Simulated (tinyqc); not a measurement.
Mesh against broadening: interband optics of a two-band s-p chain from momentum matrix elements.

H(k) = [[Es - 2 ts cos ka, 2i V sin ka], [-2i V sin ka, Ep_ + 2 tp cos ka]] in the basis s, p; the lower band is full, with two electrons a cell. The velocity operator times hbar is W = dH/dk (eV angstrom); intra-atomic dipoles are left out.

With w(k) = |<c|W|v>|^2 and D(k) = Ec - Ev, on the mesh k_j = (j + 1/2)/N (2 pi/a): eps(E) = 1 + (8 pi e2/(a Ar)) mean_j (w/D^2) [1/(D - E - i eta) + 1/(D + E + i eta)], e2 = e^2/(4 pi eps0); light polarised along the chains, no local fields.

Constants: e^2/(4 pi eps0) = 14.39964547 eV angstrom.

Values chosen for the exercise: a = 3.86 angstrom (period); Es = 3.19 eV (upper orbital (s)); Ep_ = -2.28 eV (lower orbital (p)); ts = 0.21 eV (s-s hopping); tp = 0.66 eV (p-p hopping); V = 1.45 eV (s-p hopping); Ar = 13.7 angstrom^2 (cross-section per chain); E = 3.69 eV (photon energy).

eps2 at E for three widths, and eps(0) at eta = 0; the last row is the mesh of 2000 points.

Convergence:

| N | eta = 0.03 eV | eta = 0.1 eV | eta = 0.3 eV | eps(0) |
|---|---|---|---|---|
| 4 | 0.015 | 0.049 | 0.145 | 2.4450 |
| 8 | 0.311 | 1.020 | 2.702 | 4.7433 |
| 16 | 3.053 | 8.814 | 12.209 | 5.5579 |
| 32 | 11.993 | 20.646 | 13.366 | 5.5813 |
| 64 | 17.779 | 21.026 | 13.237 | 5.5813 |
| 128 | 18.069 | 20.993 | 13.237 | 5.5813 |
| 2000 | 18.068 | 20.993 | 13.237 | 5.5813 |

The first N from which eps2 stays within 2 % of the last row is 64 for eta = 0.03, 32 for 0.1 and 32 for 0.3 eV; for eps(0) and 0.1 % it is 32. E lies outside the range of transitions, so eps2 is only the tail of the broadening; E is closer to the edge than the larger widths, so it does not simply grow with eta.

Computed by tinyqc, a small Python program: `OMP_NUM_THREADS=1 python tinyqc.py 1682651 1682652 out.jsonl` (the numbers bound the seed that draws the inputs); one thread of a shared host (Intel(R) Xeon(R) Processor @ 2.30GHz), about 0.01 s for the whole set of steps.
